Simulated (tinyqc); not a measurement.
Time-dependent dielectric breakdown: cell percolation, Weibull statistics, area scaling and voltage extrapolation: one step, computed by the program tinyqc.

The oxide is divided into columns of area a^2, each holding m = t_ox/a cells (m is taken as continuous). A share lambda(t) = (t/t_1)^alpha of the cells is defective, and a column whose cells are all defective breaks down.

Problem. Fitting the sample. W = ln(-ln(1 - F_i)) with the median ranks F_i. Least squares in W: W = beta ln t - beta ln t63. Maximum likelihood: solve sum t^b ln t/sum t^b - 1/b = mean of ln t for b, then t63 = (mean of t^b)^(1/b).

Weibull plot:

| i | t (s) | F_i | ln t | W |
|---|---|---|---|---|
| 1 | 12.59251 | 0.0744681 | 2.533102 | -2.558941 |
| 2 | 19.05118 | 0.1808511 | 2.947129 | -1.611994 |
| 3 | 21.78365 | 0.2872340 | 3.081160 | -1.082929 |
| 4 | 23.27615 | 0.3936170 | 3.147429 | -0.692660 |
| 5 | 28.15042 | 0.5000000 | 3.337562 | -0.366513 |
| 6 | 33.30694 | 0.6063830 | 3.505766 | -0.070018 |
| 7 | 36.34755 | 0.7127660 | 3.593127 | 0.221108 |
| 8 | 45.36434 | 0.8191489 | 3.814726 | 0.536541 |
| 9 | 48.68303 | 0.9255319 | 3.885330 | 0.954505 |

Give: slope by least squares; t63 by least squares; slope by maximum likelihood; t63 by maximum likelihood.

Solution.

slope by least squares = 2.516

t63 by least squares = 33.87 s

slope by maximum likelihood = 2.872

t63 by maximum likelihood = 33.59 s

Caution: t_1 is an input here; in a real oxide it changes with thickness at fixed voltage.
